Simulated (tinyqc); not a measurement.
Changing the drive-in time t2: two-step dopant diffusion (predeposition and drive-in) with a constant diffusivity. Computed by tinyqc, a small Python program. Command: `OMP_NUM_THREADS=1 python tinyqc.py 3011763 3011764 out.jsonl dopdiff sweep`. One thread of a shared host (Intel(R) Xeon(R) Processor @ 2.30GHz), about 0.1 s of CPU time with the checks.

Fick diffusion into a half space x > 0 whose background doping C_B is of the opposite type, so that a junction lies where C = C_B.

Inputs (values chosen for the exercise, modelled on gallium in silicon):

| quantity | value | unit |
|---|---|---|
| prefactor D0 | 0.406 | cm^2/s |
| activation energy E | 3.41 | eV |
| surface concentration C_s | 1.2e+18 | 1/cm^3 |
| background doping C_B | 1.2e+14 | 1/cm^3 |
| predeposition temperature T1 | 950 | C |
| predeposition time t1 | 30 | min |
| drive-in temperature T2 | 1025 | C |
| mean mobility in the layer mu | 210 | cm^2/(V s) |
| ramp rate | 20 | C/min |
| stand-by temperature | 700 | C |

Furnace ramps of the drive-in: linear ramps.

Constants: k_B = 8.617333262e-05 eV/K; e = 1.602176634e-19 C.

Method:
- D = D0 exp(-E/(k_B T)).
- Temperatures in kelvin are T(C) + 273.15.
- Times in seconds are 60 times the minutes.
- One ramp between the stand-by temperature and T2 adds int D dT / rate (40-point Gauss-Legendre); the usual estimate counts it as an extra time k_B T2^2/(E rate) at T2. (Dt)2 = D2 t2 + two ramps, times in seconds.
- C = C_s erfc(x/(2 sqrt(D1 t1))); dose Q = 2 C_s sqrt(D1 t1/pi); the junction solves erfc(z) = C_B/C_s with x_j = 2 z sqrt(D1 t1).
- With a sealed surface and a thin source, C = Q/sqrt(pi (Dt)2) exp(-x^2/(4 (Dt)2)); x_j = 2 sqrt((Dt)2 ln(C(0)/C_B)); gradient at the junction |dC/dx| = C_B x_j/(2 (Dt)2).
- Net dose Q_net = Q erf(x_j/(2 sqrt((Dt)2))) - C_B x_j; R_s = 1/(e mu Q_net), with every dopant ionised and one mobility.
- Exact two-step profile: C = (2 C_s/pi) int_0^alpha exp(-beta (1 + u^2))/(1 + u^2) du with alpha = sqrt(D1 t1/(Dt)2), beta = x^2/(4 (D1 t1 + (Dt)2)).
- The integral takes 48 Gauss-Legendre points; solve C(x) = C_B.

One run for each value:

| drive-in time t2 (min) | junction depth x_j (um) | surface concentration C(0) (Gaussian) (1/cm^3) | sheet resistance R_s (Gaussian) (ohm/square) | exact junction depth (um) |
|---|---|---|---|---|
| 10 | 0.254 | 4.392e+17 | 8612 | 0.281 |
| 38 | 0.425 | 2.536e+17 | 8617 | 0.440 |
| 73 | 0.564 | 1.873e+17 | 8622 | 0.575 |
| 140 | 0.755 | 1.369e+17 | 8628 | 0.763 |
| 270 | 1.018 | 9.928e+16 | 8637 | 1.023 |
| 530 | 1.385 | 7.112e+16 | 8648 | 1.389 |
| 1000 | 1.851 | 5.187e+16 | 8664 | 1.854 |
| 2000 | 2.540 | 3.671e+16 | 8687 | 2.542 |

Give the missing row, drive-in time t2 (min) = 19.

Computed row; columns: (1) drive-in time t2 (min); (2) junction depth x_j (um); (3) surface concentration C(0) (Gaussian) (1/cm^3); (4) sheet resistance R_s (Gaussian) (ohm/square); (5) exact junction depth (um):
```
(1)    (2)        (3)   (4)    (5)
19   0.321  3.426e+17  8614  0.342
```

Interpolating between the two neighbouring rows (the first column on a logarithmic scale, the others too where they are positive) misses most in exact junction depth (um), by 2.2 %. Over the rows, junction depth x_j (um) rises from 0.254 to 2.54 (exponent d ln y / d ln x 0.36 between the first rows and 0.46 between the last); surface concentration C(0) (Gaussian) (1/cm^3) falls from 4.39e17 to 3.67e16 (exponent d ln y / d ln x -0.39 between the first rows and -0.50 between the last); sheet resistance R_s (Gaussian) (ohm/square) rises from 8612 to 8687 (exponent d ln y / d ln x 3.8e-4 between the first rows and 0.0038 between the last). At the high end the exponent of junction depth x_j is 0.46, close to 0.50: the diffusion length sets the depth. At the high end the exponent of surface concentration C(0) (Gaussian) is -0.50, close to -0.50: a fixed dose spreads over a width sqrt(D t). At short t2 the ramps carry much of the budget, which flattens the dependence on t2.

Caution (rows 10.0, 19.0, 38.0): the drive-in budget is under fifteen times D1 t1, so the source is not thin and the Gaussian junction is too shallow.
